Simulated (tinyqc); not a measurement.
Level and coupling from the resonance.

Inverse problem. One site of energy u is joined by hoppings -tc to two semi-infinite chains with hopping -t, t = 2.8 eV, and site energy 0. Each gives Sigma = tc^2 (E - i sqrt(4 t^2 - E^2))/(2 t^2) and Gamma = -2 Im Sigma; T(E) = 1 where E - u - 2 Re Sigma = 0. Find tc and u.

energy of full transmission = 4.4663555 eV
Gamma of one lead at that energy = 1.4116130 eV

Solution. Gamma = tc^2 sqrt(4 t^2 - E^2)/t^2 gives tc, and u = E (1 - tc^2/t^2).

tc = 1.810 eV
u = 2.600 eV

tinyqc, about 0.02 s, one thread, Intel Xeon 2.30GHz (shared host): `OMP_NUM_THREADS=1 python tinyqc.py 2660101 2660102 out.jsonl`
